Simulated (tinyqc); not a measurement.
Resistance of a tapered via with liner, size effect and interface: one step of the calculation.

A round via whose diameter grows from db at the bottom as D(z) = db + 2 z/tan(ang). The fill, of diameter D - 2 tl, starts above the bottom liner (thickness fb tl) and has rho = rho0 (1 + ks lam/(D - 2 tl)); the sidewall liner conducts in parallel with it. The bottom liner and the interface are crossed over the full area pi db^2/4. Spreading in the lines above and below is left out.

Problem. Slices of the via. Slices between z0 = fb tl and hv, evaluated at their midpoints: conductance per length pi/4 [(D - 2 tl)^2/rho + (D^2 - (D - 2 tl)^2)/rl], slice resistance = slice height over that. 7 slices.

Parameters, values chosen for the exercise; fill metal close to cobalt:
```
symbol,value,unit,meaning
db,9.5,nm,diameter at the bottom
hv,16,nm,height
ang,85,degrees,sidewall angle
rho0,6.03,uohm cm,bulk resistivity of the fill
lam,11.5,nm,mean free path of the fill
ks,1.6,,size-effect factor
tl,1.6,nm,liner on the sidewall
fb,0.5,,liner at the bottom over that on the sidewall
rl,180,uohm cm,resistivity of the liner
```

Find: z; D; rho; slice resistance.

Solution.

| slice | z (nm) | D (nm) | rho (uohm cm) | slice resistance (ohm) |
|---|---|---|---|---|
| 0 | 1.8857 | 9.8300 | 22.765 | 12.434 |
| 1 | 4.0571 | 10.210 | 21.858 | 10.824 |
| 2 | 6.2286 | 10.590 | 21.044 | 9.4856 |
| 3 | 8.4000 | 10.970 | 20.310 | 8.3639 |
| 4 | 10.571 | 11.350 | 19.644 | 7.4167 |
| 5 | 12.743 | 11.730 | 19.038 | 6.6113 |
| 6 | 14.914 | 12.110 | 18.483 | 5.9221 |

Range of the model: The ballistic limit exceeds half of R_fill, so a diffusive resistivity alone understates the resistance.

Computed by the program tinyqc: `OMP_NUM_THREADS=1 python tinyqc.py 2750068 2750069 out.jsonl`, one thread of a shared Intel Xeon 2.30GHz, about 0.01 s for the whole run.
